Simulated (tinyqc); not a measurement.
Inside a calculation. Method: CIS and TDHF on RHF in the sto-6g basis, for BeH2, spin multiplicity 1. One step of it, computed by the program tinyqc.

Problem. CIS matrix, singlets. A(ia,jb) = (e_a - e_i) d_ij d_ab + 2 (ia|jb) - (ij|ab).

orbital energies (hartree): MO1 -4.588391, MO2 -0.468271, MO3 -0.430809, MO4 0.207271, MO5 0.207271, MO6 0.479232, MO7 0.997438

Two-electron integrals over orbitals (pq|rs), unique and non-zero (hartree):
```
(11|11) 2.280375    (21|11) -0.197329   (21|21) 0.027037    (22|11) 0.497082
(22|21) -0.004877   (22|22) 0.439248    (31|11) 0.041919    (31|21) -0.004212
(31|22) 0.007993    (31|31) 0.007165    (32|11) -0.000327   (32|21) 0.004023
(32|22) 0.071147    (32|31) 0.012644    (32|32) 0.134446    (33|11) 0.464197
(33|21) -0.004122   (33|22) 0.385162    (33|31) -0.005316   (33|32) -0.058499
(33|33) 0.467560    (41|41) 0.016050    (42|41) 0.014804    (42|42) 0.047882
(43|41) -0.003284   (43|42) -0.007055   (43|43) 0.016553    (44|11) 0.570047
(44|21) -0.007557   (44|22) 0.372576    (44|31) 0.001551    (44|32) 0.000567
(44|33) 0.359402    (44|44) 0.450117    (51|51) 0.016050    (52|51) 0.014804
(52|52) 0.047882    (53|51) -0.003284   (53|52) -0.007055   (53|53) 0.016553
(54|54) 0.024258    (55|11) 0.570047    (55|21) -0.007557   (55|22) 0.372576
(55|31) 0.001551    (55|32) 0.000567    (55|33) 0.359402    (55|44) 0.401601
(55|55) 0.450117    (61|11) -0.187480   (61|21) 0.026021    (61|22) -0.007798
(61|31) -0.006237   (61|32) -0.000793   (61|33) -0.003578   (61|44) -0.004411
(61|55) -0.004411   (61|61) 0.026087    (62|11) 0.106352    (62|21) -0.007152
(62|22) -0.035930   (62|31) 0.000271    (62|32) -0.021505   (62|33) -0.038531
(62|44) 0.047347    (62|55) 0.047347    (62|61) -0.004178   (62|62) 0.074151
(63|11) -0.037402   (63|21) 0.001092    (63|22) -0.036419   (63|31) -0.002979
(63|32) -0.082448   (63|33) 0.050615    (63|44) -0.017432   (63|55) -0.017432
(63|61) 0.001413    (63|62) -0.006222   (63|63) 0.085889    (64|41) 0.016346
(64|42) 0.046070    (64|43) -0.011365   (64|64) 0.051482    (65|51) 0.016346
(65|52) 0.046070    (65|53) -0.011365   (65|65) 0.051482    (66|11) 0.488802
(66|21) -0.007267   (66|22) 0.395941    (66|31) 0.000413    (66|32) -0.010097
(66|33) 0.417624    (66|44) 0.371523    (66|55) 0.371523    (66|61) -0.006684
(66|62) -0.031919   (66|63) 0.017588    (66|66) 0.417232    (71|11) -0.006965
(71|21) 0.003810    (71|22) 0.009166    (71|31) 0.011191    (71|32) 0.018617
(71|33) -0.008993   (71|44) 0.000017    (71|55) 0.000017    (71|61) -0.000231
(71|62) -0.001303   (71|63) -0.001979   (71|66) -0.001981   (71|71) 0.022431
(72|11) 0.031525    (72|21) -0.000798   (72|22) -0.026885   (72|31) 0.003146
(72|32) -0.043240   (72|33) 0.010080    (72|44) 0.012642    (72|55) 0.012642
(72|61) -0.001143   (72|62) 0.029936    (72|63) 0.054403    (72|66) -0.003921
(72|71) 0.006481    (72|72) 0.061704    (73|11) 0.132919    (73|21) -0.005131
(73|22) -0.006556   (73|31) -0.000430   (73|32) 0.000378    (73|33) -0.022135
(73|44) 0.055012    (73|55) 0.055012    (73|61) -0.002917   (73|62) 0.065416
(73|63) -0.029596   (73|66) -0.025926   (73|71) -0.002497   (73|72) 0.011086
(73|73) 0.077953    (74|41) 0.000996    (74|42) 0.006102    (74|43) 0.012753
(74|64) 0.002243    (74|74) 0.016472    (75|51) 0.000996    (75|52) 0.006102
(75|53) 0.012753    (75|65) 0.002243    (75|75) 0.016472    (76|11) -0.003219
(76|21) 0.003023    (76|22) 0.062901    (76|31) 0.011210    (76|32) 0.128532
(76|33) -0.063633   (76|44) 0.000860    (76|55) 0.000860    (76|61) -0.001015
(76|62) -0.018191   (76|63) -0.092832   (76|66) -0.015409   (76|71) 0.016513
(76|72) -0.057645   (76|73) 0.005231    (76|76) 0.140173    (77|11) 0.583067
(77|21) -0.008393   (77|22) 0.443132    (77|31) 0.002766    (77|32) 0.019728
(77|33) 0.444942    (77|44) 0.393564    (77|55) 0.393564    (77|61) -0.008950
(77|62) -0.041474   (77|63) -0.003687   (77|66) 0.440544    (77|71) 0.000616
(77|72) -0.016736   (77|73) -0.013133   (77|76) 0.013564    (77|77) 0.498328
```

Give: CIS matrix A, singlet.

Solution.

CIS matrix A, singlet (hartree):
```
         1>4      1>5      1>6      1>7      2>4      2>5      2>6      2>7
1>4   4.2577   0.0000   0.0000   0.0000   0.0372   0.0000   0.0000   0.0000
1>5   0.0000   4.2577   0.0000   0.0000   0.0000   0.0372   0.0000   0.0000
1>6   0.0000   0.0000   4.6310   0.0028   0.0000   0.0000  -0.0011  -0.0053
1>7   0.0000   0.0000   0.0028   5.0476   0.0000   0.0000  -0.0056   0.0214
2>4   0.0372   0.0000   0.0000   0.0000   0.3987   0.0000   0.0000   0.0000
2>5   0.0000   0.0372   0.0000   0.0000   0.0000   0.3987   0.0000   0.0000
2>6   0.0000   0.0000  -0.0011  -0.0056   0.0000   0.0000   0.6999  -0.0030
2>7   0.0000   0.0000  -0.0053   0.0214   0.0000   0.0000  -0.0030   1.1460
3>4  -0.0081   0.0000   0.0000   0.0000  -0.0147   0.0000   0.0000   0.0000
3>5   0.0000  -0.0081   0.0000   0.0000   0.0000  -0.0147   0.0000   0.0000
3>6   0.0000   0.0000   0.0024  -0.0152   0.0000   0.0000  -0.0023  -0.0197
3>7   0.0000   0.0000  -0.0170  -0.0078   0.0000   0.0000   0.0023   0.0024

         3>4      3>5      3>6      3>7
1>4  -0.0081   0.0000   0.0000   0.0000
1>5   0.0000  -0.0081   0.0000   0.0000
1>6   0.0000   0.0000   0.0024  -0.0170
1>7   0.0000   0.0000  -0.0152  -0.0078
2>4  -0.0147   0.0000   0.0000   0.0000
2>5   0.0000  -0.0147   0.0000   0.0000
2>6   0.0000   0.0000  -0.0023   0.0023
2>7   0.0000   0.0000  -0.0197   0.0024
3>4   0.3118   0.0000   0.0000   0.0000
3>5   0.0000   0.3118   0.0000   0.0000
3>6   0.0000   0.0000   0.6642   0.0044
3>7   0.0000   0.0000   0.0044   1.1392
```
